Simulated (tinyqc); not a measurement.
# Thin film between two gates, subbands and threshold shift from confinement, step by step

tinyqc, about 0.03 s, one thread, Intel Xeon 2.30GHz (shared host): `OMP_NUM_THREADS=1 python tinyqc.py 2350159 2350160 out.jsonl` Printed values are rounded.

Undoped body with a flat potential across it, hard walls, transport along x. One isotropic valley (g = 1, mx = my = mz = me). Non-parabolicity enters the subband edges through E (1 + al E) = gamma, so E = 2 gamma/(1 + sqrt(1 + 4 al gamma)); motion within a subband is taken as parabolic with the band-edge mass. Energies are counted from the bulk band edge.

Parameters, values chosen for the exercise; masses close to those of In0.53Ga0.47As:
```
symbol   value  unit                                                meaning
T          300     K                                            temperature
me      0.0418    m0                                  mass at the band edge
al         1.1  1/eV                                       non-parabolicity
t            8    nm                               film thickness (along z)
dl           0    nm  widening of the box by penetration into the insulator
```

Constants: q = 1.602176634e-19 C, kB = 1.380649e-23 J/K, hbar = 1.054571817e-34 J s, m0 = 9.1093837015e-31 kg, Vt = kB T/q, hbar^2/(2 m0) = 0.0380998212 eV nm^2. Results are converted to the units shown.

Range of the model: Non-parabolicity also makes carriers heavier within each subband, which is left out, so densities of states are understated at high energy. Levels near or above 1 eV lie beyond real barriers and upper valleys; they are listed for the hard-wall model only.

## Lowest subbands

gamma = C (pi k/(t + dl))^2/mz, C = hbar^2/(2 m0). List the 4 lowest, labelled by quantum numbers, with degeneracy g and N_k: N_k = g sqrt(mx my) m0 kB T/(pi hbar^2).

```
subband  E_k (eV)  g  N_k (cm^-2)
1        0.123723  1   4.51406e11
2        0.392652  1   4.51406e11
3        0.710212  1   4.51406e11
4         1.04584  1   4.51406e11
```

## Threshold shift

Each subband has N_k = g sqrt(mx my) m0 kB T/(pi hbar^2); without degeneracy n = exp(EF/Vt) sum N_k exp(-E_k/Vt). Classical value Nc times t, Nc = sum over valleys of 2 g (m m0 kB T/(2 pi hbar^2))^1.5 with m = (mx my mz)^(1/3). Threshold shift dVT = Vt ln(classical value/sum N_k exp(-E_k/Vt)). Use the subbands listed.

shares, subband 1 to 4 (%): 99.9970  0.0030  0.0000  0.0000
sum N_k exp(-E_k/Vt) = 3.76808e9 cm^-2
Nc = 2.14455e17 cm^-3
classical value = 1.71564e11 cm^-2
dVT = 98.7130 mV

With all subbands dVT = 98.71 mV. The lowest edge lies at 124 meV; dVT is smaller than that, since sum N_k exp(-(E_k - E_1)/Vt) exceeds the classical value.
